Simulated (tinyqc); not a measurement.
From results to parameters: minimal-basis H2. Computed by the program tinyqc with PySCF.

Problem. For two electrons in the two orbitals of minimal-basis H2, the CIS energies are e2 - e1 - J12 + 2 K12 and e2 - e1 - J12, and E_corr = D - sqrt(D^2 + K12^2) with 2D the energy of the double excitation. Find J12, K12, D, the MP2 energy and the weight of the double excitation.

orbital gap e2 - e1 = 0.38062648 hartree
CIS singlet and triplet energies (hartree): 0.379067  -0.139193
FCI correlation energy = -0.16392528 hartree

Solution. Half the singlet-triplet splitting is K12, the gap less the triplet energy is J12, D = (E_corr^2 - K12^2)/(2 E_corr), MP2 is -K12^2/(2 gap), and the weight is c^2/(1 + c^2) with c = E_corr/K12.

J12, K12, D (hartree): 0.520  0.259  0.123
MP2 correlation energy = -0.088208 hartree
weight of the double excitation = 0.286
